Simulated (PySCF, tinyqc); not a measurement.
CID on RHF in the sto-3g basis, for H4, spin multiplicity 1, step by step. The lowest restricted solution is unstable here: a spin-polarised one lies 0.0113 hartree lower (PySCF). Computed by tinyqc, a small Python program that keeps every step (integrals from PySCF). Settings: charge = 0, multiplicity = 1, basis = sto-3g, method = RHF, energy threshold = 1e-10, iteration cap = 70, orthogonalisation = symmetric, start = Wolfsberg-Helmholz matrix, DIIS depth = 6, ci = CID, davidson = 1. Command: `OMP_NUM_THREADS=1 python tinyqc.py 29097 29098 out.jsonl` (the two numbers bound the seeds that draw the settings). One thread of a shared host (Intel(R) Xeon(R) Processor @ 2.60GHz), about 0.05 s of CPU time with the checks. The early iterations of the SCF are left out here.

## One-electron integrals

Geometry (angstrom):
```
atom         x         y         z
H     0.000000  0.000000  0.000000
H     0.000000  0.000000  1.231000
H     0.000000  2.142000  0.000000
H     0.000000  2.142000  1.231000
```

Basis sto-3g: exponents (1/bohr^2) and contraction coefficients of normalised primitives:
```
element  l (shell)  exponent  coefficient
H            s (1)  3.425251     0.154329
H            s (1)  0.623914     0.535328
H            s (1)  0.168855     0.444635
```

Overlap, kinetic and nuclear-attraction integrals over the contracted functions; the nuclear repulsion is the sum of Za Zb / Rab.

nuclear repulsion = 1.78223955 hartree

overlap S, order 1H 1s, 2H 1s, 3H 1s, 4H 1s:
```
[[1.000000, 0.371668, 0.094003, 0.052322],
 [0.371668, 1.000000, 0.052322, 0.094003],
 [0.094003, 0.052322, 1.000000, 0.371668],
 [0.052322, 0.094003, 0.371668, 1.000000]]
```

kinetic energy T (hartree), order 1H 1s, 2H 1s, 3H 1s, 4H 1s:
```
[[0.760032, 0.046298, -0.011237, -0.010831],
 [0.046298, 0.760032, -0.010831, -0.011237],
 [-0.011237, -0.010831, 0.760032, 0.046298],
 [-0.010831, -0.011237, 0.046298, 0.760032]]
```

nuclear attraction V (hartree), order 1H 1s, 2H 1s, 3H 1s, 4H 1s:
```
[[-2.112390, -0.711475, -0.159207, -0.091054],
 [-0.711475, -2.112390, -0.091054, -0.159207],
 [-0.159207, -0.091054, -2.112390, -0.711475],
 [-0.091054, -0.159207, -0.711475, -2.112390]]
```

core Hamiltonian H = T + V (hartree), order 1H 1s, 2H 1s, 3H 1s, 4H 1s:
```
[[-1.352358, -0.665178, -0.170444, -0.101885],
 [-0.665178, -1.352358, -0.101885, -0.170444],
 [-0.170444, -0.101885, -1.352358, -0.665178],
 [-0.101885, -0.170444, -0.665178, -1.352358]]
```

## Two-electron integrals

Functions are numbered as in S; the eight-fold symmetry (ij|kl) = (ji|kl) = (kl|ij) leaves the list below.

Two-electron integrals (ij|kl) in chemists' order, unique and non-zero (hartree):
```
(11|11) 0.774606   (21|11) 0.215717   (21|21) 0.083507   (22|11) 0.409446
(22|21) 0.215717   (22|22) 0.774606   (31|11) 0.042441   (31|21) 0.013636
(31|22) 0.029795   (31|31) 0.004458   (32|11) 0.019970   (32|21) 0.008043
(32|22) 0.021673   (32|31) 0.002208   (32|32) 0.001324   (33|11) 0.246560
(33|21) 0.087563   (33|22) 0.214080   (33|31) 0.042441   (33|32) 0.021673
(33|33) 0.774606   (41|11) 0.021673   (41|21) 0.008043   (41|22) 0.019970
(41|31) 0.002208   (41|32) 0.001301   (41|33) 0.019970   (41|41) 0.001324
(42|11) 0.029795   (42|21) 0.013636   (42|22) 0.042441   (42|31) 0.003144
(42|32) 0.002208   (42|33) 0.029795   (42|41) 0.002208   (42|42) 0.004458
(43|11) 0.087563   (43|21) 0.033473   (43|22) 0.087563   (43|31) 0.013636
(43|32) 0.008043   (43|33) 0.215717   (43|41) 0.008043   (43|42) 0.013636
(43|43) 0.083507   (44|11) 0.214080   (44|21) 0.087563   (44|22) 0.246560
(44|31) 0.029795   (44|32) 0.019970   (44|33) 0.409446   (44|41) 0.021673
(44|42) 0.042441   (44|43) 0.215717   (44|44) 0.774606
```

## Orthogonalisation

S = U s U^T; symmetric (Loewdin) form X = U s^(-1/2) U^T, so that X^T S X = 1.

eigenvalues of S: [0.586651, 0.670013, 1.225342, 1.517993]

X, order 1H 1s, 2H 1s, 3H 1s, 4H 1s:
```
[[1.060577, -0.203064, -0.043914, -0.001955],
 [-0.203064, 1.060577, -0.001955, -0.043914],
 [-0.043914, -0.001955, 1.060577, -0.203064],
 [-0.001955, -0.043914, -0.203064, 1.060577]]
```

## Iteration 2 (converged): orbitals

converged F (hartree), order 1H 1s, 2H 1s, 3H 1s, 4H 1s:
```
[[-0.182617, -0.390657, -0.069281, -0.054816],
 [-0.390657, -0.182617, -0.054816, -0.069281],
 [-0.069281, -0.054816, -0.182617, -0.390657],
 [-0.054816, -0.069281, -0.390657, -0.182617]]
```

Diagonalise F' = X^T F X, C = X C', fill 2 alpha and 2 beta electrons from the bottom; D = 2 C_occ C_occ^T. Each column has its largest component positive (the first on a tie).

F' = X^T F X (hartree):
```
[[-0.039446, -0.373541, -0.045799, -0.000616],
 [-0.373541, -0.039446, -0.000616, -0.045799],
 [-0.045799, -0.000616, -0.039446, -0.373541],
 [-0.000616, -0.045799, -0.373541, -0.039446]]
```

orbital energies (hartree): [-0.459403, -0.366572, 0.288912, 0.379278]

coefficients C, order 1H 1s, 2H 1s, 3H 1s, 4H 1s:
```
[[0.405822, 0.451691, 0.610841, 0.652800],
 [0.405822, 0.451691, -0.610841, -0.652800],
 [0.405822, -0.451691, 0.610841, -0.652800],
 [0.405822, -0.451691, -0.610841, 0.652800]]
```

D after iteration 2, order 1H 1s, 2H 1s, 3H 1s, 4H 1s:
```
[[0.737431, 0.737431, -0.078667, -0.078667],
 [0.737431, 0.737431, -0.078667, -0.078667],
 [-0.078667, -0.078667, 0.737431, 0.737431],
 [-0.078667, -0.078667, 0.737431, 0.737431]]
```

## Convergence

Stop when the energy changes by less than 1e-10 hartree and every element of the error matrix X^T (F D S - S D F) X is below 3e-06.

Course of the cycle:
```
iteration  E (hartree)    change  largest element of the error matrix
1          -1.97647779         -                             1.43e-15
2          -1.97647779  1.78e-15                             4.75e-16
```

PySCF RHF in the same basis = -1.97647779 hartree

Converged in 2 iterations.

## Integrals over molecular orbitals

(pq|rs) = sum C_ip C_jq C_kr C_ls (ij|kl), one index at a time.

one-electron integrals over orbitals h = C^T H C (hartree):
```
[[-1.508481, 0.000000, 0.000000, 0.000000],
 [0.000000, -1.424260, 0.000000, 0.000000],
 [0.000000, 0.000000, -1.127948, 0.000000],
 [0.000000, 0.000000, 0.000000, -1.054494]]
```

Two-electron integrals over orbitals (pq|rs), unique and non-zero (hartree):
```
(11|11) 0.407806   (21|21) 0.179576   (22|11) 0.410424   (22|22) 0.416416
(31|31) 0.110820   (32|32) 0.099244   (33|11) 0.404417   (33|22) 0.409046
(33|33) 0.415421   (41|32) 0.097255   (41|41) 0.095318   (42|31) 0.115493
(42|42) 0.121612   (43|21) 0.182252   (43|43) 0.197718   (44|11) 0.409378
(44|22) 0.415974   (44|33) 0.421522   (44|44) 0.429083
```

## CID: determinants and Hamiltonian

Hartree-Fock energy = -1.97647779 hartree

Slater-Condon rules over spin orbitals, with the nuclear repulsion added and E(HF) subtracted on the diagonal. Only determinants linked to the reference directly or through others are kept (one block of an abelian symmetry group), so some states are absent.

Occupation strings over the orbitals (2 doubly, a alpha, b beta, 0 empty; spin orbitals ordered 1a 1b 2a 2b ...): 2200 aabb 2020 abab 2002 abba baab 0220 baba 0202 bbaa

H - E(HF) between determinants (hartree), order 2200, aabb, 2020, abab, 2002, abba, baab, 0220, baba, 0202, bbaa:
```
[[0.000000, -0.018238, 0.099244, -0.097255, 0.121612, 0.115493, 0.115493, 0.110820, -0.097255, 0.095318, -0.018238],
 [-0.018238, 0.736998, 0.097255, -0.099244, -0.115493, -0.121612, -0.110820, -0.115493, -0.095318, 0.097255, 0.000000],
 [0.099244, 0.097255, 0.705111, 0.084997, 0.197718, -0.182252, -0.182252, 0.179576, 0.084997, 0.000000, 0.097255],
 [-0.097255, -0.099244, 0.084997, 0.881860, 0.182252, -0.197718, -0.179576, 0.182252, 0.000000, 0.084997, -0.095318],
 [0.121612, -0.115493, 0.197718, 0.182252, 0.916531, -0.066759, -0.066759, 0.000000, 0.182252, 0.179576, -0.115493],
 [0.115493, -0.121612, -0.182252, -0.197718, -0.066759, 0.919730, 0.000000, -0.066759, -0.179576, -0.182252, -0.110820],
 [0.115493, -0.110820, -0.182252, -0.179576, -0.066759, 0.000000, 0.919730, -0.066759, -0.197718, -0.182252, -0.121612],
 [0.110820, -0.115493, 0.179576, 0.182252, 0.000000, -0.066759, -0.066759, 0.923832, 0.182252, 0.197718, -0.115493],
 [-0.097255, -0.095318, 0.084997, 0.000000, 0.182252, -0.179576, -0.197718, 0.182252, 0.881860, 0.084997, -0.099244],
 [0.095318, 0.097255, 0.000000, 0.084997, 0.179576, -0.182252, -0.182252, 0.197718, 0.084997, 1.067377, 0.097255],
 [-0.018238, 0.000000, 0.097255, -0.095318, -0.115493, -0.110820, -0.121612, -0.115493, -0.099244, 0.097255, 0.736998]]
```

## CID: roots

Diagonalise (each vector has its largest component positive (the first on a tie)); all determinants have Ms = 0, so triplets appear too. The lowest singlet root is the correlation energy.

lowest roots of this matrix, relative to E(HF) (hartree): [-0.106014, 0.291470, 0.310003, 0.736190, 0.778651, 0.874993, 0.917974, 0.927405]

lowest vectors, order 2200, aabb, 2020, abab, 2002, abba, baab, 0220, baba, 0202, bbaa:
```
[[0.943341, 0.020727, 0.000000, 0.000000],
 [0.007948, -0.275361, 0.408248, 0.705319],
 [-0.139974, 0.574927, 0.000000, 0.000000],
 [0.112070, 0.133710, 0.408248, 0.024473],
 [-0.122487, -0.423362, 0.000000, 0.000000],
 [-0.120017, 0.141652, 0.408248, 0.043891],
 [-0.120017, 0.141652, 0.408248, -0.043891],
 [-0.112548, -0.410414, 0.000000, 0.000000],
 [0.112070, 0.133710, 0.408248, -0.024473],
 [-0.093757, 0.306299, 0.000000, 0.000000],
 [0.007948, -0.275361, 0.408248, -0.705319]]
```

<S^2> of these roots: [0.000000, 0.000000, 6.000000, 2.000000, 0.000000, 2.000000, 0.000000, 2.000000]

weight of the ground state by excitation level 0, 1, 2, ...: [0.889893, 0.000000, 0.110107]

The reference has a weight of only 0.89: one determinant is a poor start here.

## The lowest root by the Davidson method

Start from the reference; add the residual divided by (theta - H_ii), orthogonalised, at each step.

Davidson iterations:
```
iteration  subspace  lowest Ritz value (hartree)  residual norm
1                 1                            0       3.04e-01
2                 2                  -0.10520092       3.17e-02
3                 3                  -0.10600715       2.39e-03
4                 4                  -0.10601208       1.30e-03
5                 5                  -0.10601400       5.04e-04
6                 6                  -0.10601432       2.27e-05
7                 7                  -0.10601432       9.27e-06
8                 8                  -0.10601432       6.03e-17
```
